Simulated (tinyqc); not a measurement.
# Trench capacitor in an array: capacitance, non-linearity, leakage and relaxation: several studies

A film between two metal electrodes, each interface adding a series capacitance ci. The small-signal permittivity is ek (1 + aq E^2); the field is found with the linear permittivity. Leakage J = J0 sinh(E/Ef). After a voltage step the film passes a relaxation current kr C V tt^(-nr), tt being the time in seconds. The sidewall is a coaxial capacitor with radii a = dm/2 - t and b = dm/2, depth AR dm; the end face is left out.

Values chosen for this exercise; permittivity of the order of that of hafnium oxide:
- ek = 20.2 (relative permittivity of the film)
- t = 12 nm (film thickness)
- ci = 1000 uF/cm^2 (capacitance of each electrode interface (dead layer and screening))
- aq = 0.0097 cm^2/MV^2 (quadratic field coefficient of the permittivity)
- V = 1.8 V (bias)
- nr = 0.971 (exponent of the relaxation current)
- kr = 0.00017 (strength of the relaxation)
- J0 = 2.9e-10 A/cm^2 (leakage prefactor)
- Ef = 0.47 MV/cm (field for an e-fold rise of the leakage)
- AR = 50 (aspect ratio, depth over diameter)
- pt = 130 nm (pitch of the square array)
- rho = 160 uohm cm (resistivity of the inner electrode)
- t0 = 1e-8 s (duration of the write pulse)

Constants: eps0 = 8.8541878128e-14 F/cm where lengths are in cm. Results are converted to the units shown.

Each table varies one quantity; the others keep the values above.

## Capacitance, non-linearity and leakage against thickness

Planar film: Cf = eps0 ek/t, 1/C = 1/Cf + 2/ci, EOT = 3.9 eps0/C, effective permittivity C t/eps0, E = (V/t) C/Cf; quadratic coefficient [C(V)/C - 1]/V^2 with Cf (1 + aq E^2) in C(V).

Capacitance, non-linearity and leakage against thickness:
```
t (nm)  C (uF/cm^2)  EOT (nm)  effective permittivity  E (MV/cm)  quadratic coefficient (ppm/V^2)  J (A/cm^2)
3.4           5.206    0.6633                   19.99      5.239                          8.109e4    1.005e-5
4.8           3.699    0.9336                   20.05      3.722                          4.113e4    3.989e-7
6.9           2.579     1.339                   20.10      2.595                          2.005e4    3.626e-8
9.9           1.800     1.918                   20.13      1.812                             9789    6.842e-9
14            1.274     2.710                   20.15      1.282                             4911    2.211e-9
20           0.8927     3.868                   20.16     0.8984                             2412   9.592e-10
29           0.6160     5.606                   20.18     0.6199                             1149   5.035e-10
42           0.4255     8.116                   20.18     0.4282                            548.5   3.023e-10
60           0.2979     11.59                   20.19     0.2998                            269.0   1.978e-10
```

What does the comparison show?

C falls from 5.21 to 0.298 uF/cm^2 while the effective permittivity goes from 20.0 to 20.2 (ek = 20.2). EOT is a straight line in t with slope 3.9/ek = 0.193 and intercept 0.00691 nm. The quadratic coefficient goes as t^(-1.97) between the first two rows and t^(-2.00) between the last two (-2 without interfaces), and J falls by 4.71 decades. For t = 3.4 direct tunnelling, left out, would add to the leakage.

## Cell against the diameter of the hole

Per length 1/c = ln(b/a)/(2 pi eps0 ek) + (1/a + 1/b)/(2 pi ci); cell capacitance c AR dm; per footprint over pt^2; fields c V/(2 pi eps0 ek r) at r = a and b; resistance of the inner electrode rho AR dm/(pi a^2); time constant R C/3 of the distributed line. The pitch is scaled as pt dm/(60 nm).

Cell against the diameter of the hole:
```
dm (nm)  cell capacitance (fF)  per footprint (uF/cm^2)  field at a (MV/cm)  field at b (MV/cm)  R (kohm)  R C/3 (ps)
31                       1.166                    25.84               3.442              0.7771     64.44       25.04
42                       2.776                    33.52               2.353               1.008     13.20       12.22
56                       5.605                    38.07               2.004               1.145     5.570       10.41
75                       10.89                    41.25               1.825               1.241     2.937       10.67
100                      20.41                    43.48               1.721               1.308     1.763       12.00
130                      35.68                    44.98               1.659               1.353     1.179       14.02
180                      70.47                    46.33               1.608               1.393    0.7534       17.70
240                      127.6                    47.19               1.577               1.419    0.5240       22.29
```

Read the table: what changes, and by how much?

As dm goes from 31 to 240, the cell capacitance rises from 1.17 to 128 fF, the capacitance per footprint rises from 25.8 to 47.2 uF/cm^2, the ratio of the two fields falls from 4.43 to 1.11 and R C/3 goes from 25.0 through a minimum of 10.4 (at dm = 56 among the rows listed) to 22.3 ps; the time constant goes as dm^(-2.36) between the first two rows and dm^(0.80) between the last two.

## Charge lost after writing

Planar film: Cf = eps0 ek/t, 1/C = 1/Cf + 2/ci, EOT = 3.9 eps0/C, effective permittivity C t/eps0, E = (V/t) C/Cf. A capacitor written for t0 and then left open loses, as a share of C V, kr (tt^(1 - nr) - t0^(1 - nr))/(1 - nr) by relaxation and J tt/(C V) by leakage; both are taken as small, and rows far outside that range are left out.

The same in every row: leakage current (nA/cm^2) = 3.488.

Charge lost after writing:
```
tt (s)  relaxation current (nA/cm^2)  loss by relaxation (%)  loss by leakage (%)  total loss (%)
1e-6                         3.046e5                 0.04909             1.304e-7         0.04909
1e-5                         3.256e4                 0.07621             1.304e-6         0.07621
0.0001                          3481                  0.1052             1.304e-5          0.1052
0.001                          372.2                  0.1362             1.304e-4          0.1363
0.01                           39.79                  0.1693             0.001304          0.1706
0.1                            4.254                  0.2047              0.01304          0.2178
1                             0.4547                  0.2426               0.1304          0.3730
10                           0.04861                  0.2831                1.304           1.587
```

Read the table: what changes, and by how much?

The two currents are equal at tt = 0.123 s. The loss by relaxation grows from 0.0491 to 0.283 %, by 0.0271 points over the first decade and 0.0405 over the last, while the loss by leakage grows tenfold a decade. Leakage is the larger loss for tt = 10 s.

Computed by the program tinyqc: `OMP_NUM_THREADS=1 python tinyqc.py 2102087 2102088 out.jsonl`, one thread of a shared Intel Xeon 2.30GHz, about 0.01 s for the whole run.
